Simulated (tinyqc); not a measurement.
# Junction parameters from two forward currents

Problem. D(v) = J1 (exp(v/Vt) - 1) + J2 (exp(v/(2 Vt)) - 1). Find J1, J2 and the voltage 2 Vt ln(J2/J1) near which both parts are equal.

Inputs (values chosen for the exercise): temperature T = 330 K.

Constants: q = 1.602176634e-19 C, kB = 1.380649e-23 J/K, Vt = kB T/q. Results are converted to the units shown.

junction voltages (V): [0.26, 0.68]
currents (uA/um): [7.9560250e-6, 0.049328211]

Solution. The current is linear in J1 and J2, so two points give two equations.

J1 = 1.500e-12 uA/um
J2 = 8.300e-8 uA/um
crossover = 0.6211 V

Program tinyqc, `OMP_NUM_THREADS=1 python tinyqc.py 2182132 2182133 out.jsonl`; Intel Xeon 2.30GHz, shared host, one thread, about 0.2 s.
